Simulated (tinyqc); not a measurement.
Electrons shared among three sets of ellipsoidal valleys: sweeps and comparisons. A value that a table varies takes the place of the one given here.

F_j(eta) = (1/Gamma(j + 1)) integral_0^infinity x^j dx/(1 + exp(x - eta)), which tends to exp(eta) for eta << 0.

Sets X, L, Gamma: N_i = M_i times N = 2 (m kB T/(4 pi c))^(3/2) with c = hbar^2/2m0, in 1/angstrom^3; times 1e24 for 1/cm^3, m = (ml mt^2)^(1/3); n = sum_i N_i F_1/2((EF - dE_i)/kT), energies from the edge of the first set; mu_drift = sum of share times mobility.

Constants: hbar^2/2m0 = 3.80998211 eV angstrom^2; kB = 8.617333262e-05 eV/K.

Parameters, chosen for this exercise (masses and offsets near those of GaP; mobilities are free inputs, held fixed; the results hold for these values, not for the real material): dE = (0, 0.383, 0.493) eV (edges of X, L, Gamma above the first); M = (3, 4, 1) (valleys in each set); ml = (1.924, 1.231, 0.13) m0 (longitudinal masses of X, L, Gamma); mt = (0.2544, 0.1524, 0.13) m0 (transverse masses); mu = (250, 380, 1200) cm^2/(V s) (mobility of each set); n = 5.3e+18 1/cm^3 (total electron density); T = 300 K.

## Transfer between valleys with temperature

Offsets, masses and mobilities are held fixed; n is fixed too, so the high values of T stand for hot electrons, not for the lattice.

Populations:

| T (K) | EF (eV) | share X | share L | share Gamma | mu_drift |
|---|---|---|---|---|---|
| 77 | 0.0064 | 1.0000 | 0.0000 | 0.0000 | 250 |
| 150 | -0.0048 | 1.0000 | 0.0000 | 0.0000 | 250 |
| 300 | -0.0399 | 1.0000 | 0.0000 | 0.0000 | 250 |
| 450 | -0.0846 | 1.0000 | 0.0000 | 0.0000 | 250 |
| 600 | -0.1358 | 0.9996 | 0.0004 | 0.0000 | 250 |
| 900 | -0.2521 | 0.9953 | 0.0046 | 0.0001 | 251 |
| 1200 | -0.3825 | 0.9840 | 0.0156 | 0.0004 | 252 |
| 2000 | -0.7796 | 0.9328 | 0.0648 | 0.0024 | 261 |

The share of X goes from 1.000 to 0.933 and the mean mobility from 250 to 261 cm^2/(V s). X holds more than L throughout. The share of Gamma is at most 0.0024.

## Transfer between valleys with doping

Parabolic valleys; band tails and gap narrowing are left out.

Populations:

| n (1/cm^3) | EF (eV) | share X | share L | share Gamma | mu_drift |
|---|---|---|---|---|---|
| 1.0e+16 | -0.2038 | 1.0000 | 0.0000 | 0.0000 | 250 |
| 1.0e+17 | -0.1443 | 1.0000 | 0.0000 | 0.0000 | 250 |
| 1.0e+18 | -0.0844 | 1.0000 | 0.0000 | 0.0000 | 250 |
| 3.0e+18 | -0.0554 | 1.0000 | 0.0000 | 0.0000 | 250 |
| 1.0e+19 | -0.0218 | 1.0000 | 0.0000 | 0.0000 | 250 |
| 3.0e+19 | 0.0133 | 1.0000 | 0.0000 | 0.0000 | 250 |
| 1.0e+20 | 0.0670 | 1.0000 | 0.0000 | 0.0000 | 250 |

The share of X stays near 1.000, so the mean mobility hardly moves. X holds more than L throughout. The share of Gamma is at most 8.2e-10.

## Moving the second set by strain or alloying

The second entry of dE is replaced by the values listed; a negative value puts that set lowest.

Populations:

| offset (eV) | EF (eV) | share X | share L | share Gamma | mu_drift |
|---|---|---|---|---|---|
| -0.100 | -0.1283 | 0.0350 | 0.9650 | 0.0000 | 375 |
| -0.050 | -0.0834 | 0.1960 | 0.8040 | 0.0000 | 355 |
| 0.000 | -0.0533 | 0.6102 | 0.3898 | 0.0000 | 301 |
| 0.025 | -0.0460 | 0.7991 | 0.2009 | 0.0000 | 276 |
| 0.050 | -0.0424 | 0.9112 | 0.0888 | 0.0000 | 262 |
| 0.100 | -0.0402 | 0.9859 | 0.0141 | 0.0000 | 252 |
| 0.150 | -0.0399 | 0.9979 | 0.0021 | 0.0000 | 250 |
| 0.200 | -0.0399 | 0.9997 | 0.0003 | 0.0000 | 250 |
| 0.300 | -0.0399 | 1.0000 | 0.0000 | 0.0000 | 250 |

The share of X goes from 0.035 to 1.000 and the mean mobility from 375 to 250 cm^2/(V s). X and L hold equal numbers between offset = -0.05 and 0 eV. The share of Gamma is at most 2.5e-10. With Boltzmann statistics the first two sets are equal at kT ln(N_2/N_1) = -0.0116 eV.

## What moves the populations

All else solved anew. Each row changes one parameter from the base and keeps the others.

Results:

| case | EF (eV) | share X | share L | share Gamma | mu_drift (cm^2/(V s)) |
|---|---|---|---|---|---|
| base | -0.0399 | 1.0000 | 0.0000 | 0.0000 | 250 |
| T = 350 K | -0.0539 | 1.0000 | 0.0000 | 0.0000 | 250 |
| n = 1.59e+19 1/cm^3 | -0.0078 | 1.0000 | 0.0000 | 0.0000 | 250 |
| dE = (0, 0.3064, 0.493) eV | -0.0399 | 1.0000 | 0.0000 | 0.0000 | 250 |
| mt = (0.2544, 0.1829, 0.13) m0 | -0.0399 | 1.0000 | 0.0000 | 0.0000 | 250 |
| ml = (1.924, 1.4772, 0.13) m0 | -0.0399 | 1.0000 | 0.0000 | 0.0000 | 250 |
| mu = (300, 380, 1200) cm^2/(V s) | -0.0399 | 1.0000 | 0.0000 | 0.0000 | 300 |

The largest shifts from the base row, up to three for each result and ties (the steps differ in size, so this ranks the rows, not the parameters). EF (eV): n +0.0320, T -0.0141; unchanged at the printed digits by dE, mt, ml and mu. share X: unchanged at the printed digits by T, n, dE, mt, ml and mu. share L: unchanged at the printed digits by T, n, dE, mt, ml and mu. share Gamma: unchanged at the printed digits by T, n, dE, mt, ml and mu. mu_drift (cm^2/(V s)): mu +50; unchanged at the printed digits by T, n, dE, mt and ml.

tinyqc: `OMP_NUM_THREADS=1 python tinyqc.py 1680894 1680895 out.jsonl`; about 0.01 s, one thread, shared Intel(R) Xeon(R) Processor @ 2.30GHz.
